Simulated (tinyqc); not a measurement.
Read current of a NAND string, cells in series solved by shooting: one step of the calculation.

Cells in series, numbered from 0 at the source line (0 V) to the bit line, each followed by a gap resistance Rg. A cell with gate Vg, threshold VT, source Vs and drain Vd passes I = 2 nf K Vt^2 [F(Vs) - F(Vd)]/(1 + th max(Vg - VT, 0)), F(V) = ln^2(1 + exp((Vg - VT - nf V)/(2 nf Vt))). The selected cell has Vg = Vr, the others Vg = Vp.

Task. Node voltages for a trial current. For a trial current I start at 0 V and, cell by cell (the selected one is cell 4), solve for the drain: sqrt(F(Vd)) = sqrt(F(Vs) - I/k), k = 2 nf K Vt^2/(1 + th max(Vg - VT, 0)), Vd = [Vg - VT - 2 nf Vt ln(exp(sqrt F) - 1)]/nf, then add I Rg.

Values chosen for this exercise; values of the order met in vertical NAND strings:
```
symbol,value,unit,meaning
T,300,K,temperature
K,3.1,uA/V^2,gain factor of a cell
nf,1.6,,slope factor
th,0.04,1/V,mobility reduction factor
Rg,5.4,kohm,resistance of the gap between cells
Vbl,0.5,V,bit-line voltage
Vp,7.9,V,pass voltage
Vr,4.45,V,read voltage on the selected word line
```

Constants: q = 1.602176634e-19 C, kB = 1.380649e-23 J/K, Vt = kB T/q. Results are converted to the units shown.

second trial current = 0.91 uA
thresholds from the source end, cell 0 to 4 (V): -1.9  -1.9  -1.9  -1.9  2.7

Give: node voltage after each cell and gap, trial 2.

Result.

node voltage after each cell and gap, trial 2, cell 0 to 4 (V): 0.04675  0.09383  0.1412  0.1890  0.4460

Numbers from tinyqc (`OMP_NUM_THREADS=1 python tinyqc.py 2142147 2142148 out.jsonl`; about 0.4 s on one thread of a shared Intel Xeon 2.30GHz).
